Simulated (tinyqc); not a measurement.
Biaxial strain splits the top of the valence band: sp3s* tight binding, strained.

sp3s* tight binding, nearest neighbours only: anion (a) at 0, cation (c) at a/4 (1,1,1), orbitals s, px, py, pz, s* on each; k in units of 2 pi/a. With phases e_j = exp(i (pi/2) k.n_j) for n = (1,1,1), (1,-1,-1), (-1,1,-1), (-1,-1,1): g0 = (e1+e2+e3+e4)/4, g1 = (e1+e2-e3-e4)/4, g2 = (e1-e2+e3-e4)/4, g3 = (e1-e2-e3+e4)/4. The diagonal holds the levels Esa, Epa, Exa (s*) and Esc, Epc, Exc. Anion-cation block: <sa|sc> = Vss g0; <sa|xc> = Vsapc g1; <xa|sc> = -Vscpa g1; <xa|xc> = Vxx g0; <xa|yc> = <ya|xc> = Vxy g3, <xa|zc> = <za|xc> = Vxy g2, <ya|zc> = <za|yc> = Vxy g1; <s*a|xc> = Vxapc g1; <xa|s*c> = -Vpaxc g1; y and z take g2 and g3 in place of g1; s-s* and s*-s* vanish.

Strain e moves each bond vector to d = (1 + e) d0 (no internal displacement for the diagonal strains used here) and k is given in fractions of the strained reciprocal cell, so the phases stay. Two-centre values Vss_sigma = Vss/4, Vsp_sigma = sqrt3 V/4 for each s-p and s*-p pair, Vpp_sigma = (Vxx + 2 Vxy)/4, Vpp_pi = (Vxx - Vxy)/4 are scaled by (d0/d)^eta and combined with the new direction cosines; the levels on the diagonal stay.

Values chosen for the exercise (near a published set for Si, fitted to gaps, whose masses and valley positions are rough; the results hold for these values, not for the real material): Esa = -4.2 eV (s level of the anion); Epa = 1.714 eV (p level of the anion); Esc = -4.2 eV (s level of the cation); Epc = 1.714 eV (p level of the cation); Exa = 6.704 eV (s* level of the anion); Exc = 6.704 eV (s* level of the cation); Vss = -8.293 eV (s-s); Vxx = 1.711 eV (px-px); Vxy = 4.581 eV (px-py); Vsapc = 5.732 eV (s anion, p cation); Vscpa = 5.732 eV (s cation, p anion); Vxapc = 5.388 eV (s* anion, p cation); Vpaxc = 5.388 eV (p anion, s* cation); eta = 2 (scaling exponent); D001 = 0.76 (ratio -ezz/exx).

No spin-orbit coupling; k = 0; exx = eyy = e, ezz = -D001 e. The four bonds keep equal lengths, and the sums over them give Vxx(e) for px and py and Vzz(e) for pz; each level is the lower root of [[Epa, V], [V, Epc]], and the s level the upper root of the s block. The shear potential b follows from E(x,y) - E(z) = 3 b (exx - ezz), taken as the slope between e = -0.005 and 0.005.

Couplings and levels at Gamma (eV):
```
e,ezz,Vxx(e),Vzz(e),"E(x,y)",E(z),"E(x,y) - E(z) (meV)",upper s level
-0.020,0.0152,1.6284,1.9608,0.0856,-0.2468,332.4,4.2295
-0.010,0.0076,1.6705,1.8343,0.0435,-0.1203,163.7,4.1614
-0.005,0.0038,1.6910,1.7722,0.0230,-0.0582,81.2,4.1272
0.005,-0.0038,1.7306,1.6506,-0.0166,0.0634,-80.0,4.0587
0.010,-0.0076,1.7498,1.5910,-0.0358,0.1230,-158.8,4.0243
0.020,-0.0152,1.7868,1.4742,-0.0728,0.2398,-312.6,3.9554
```

b = -3.054 eV

Under tension in the plane (e > 0) the bonds tilt towards the plane, Vxx grows to 1.7498 and Vzz falls to 1.5910 eV at e = 0.01, and the pz state forms the top of the valence band, by 158.8 meV; under compression (e = -0.01) the px, py pair does, by 163.7 meV. The slope gives b = -3.05 eV, a rough value, since on-site strain terms are left out (measured values lie near -2 eV).

tinyqc: `OMP_NUM_THREADS=1 python tinyqc.py 1452229 1452230 out.jsonl`; about 0.07 s, one thread, shared Intel(R) Xeon(R) Processor @ 2.30GHz.
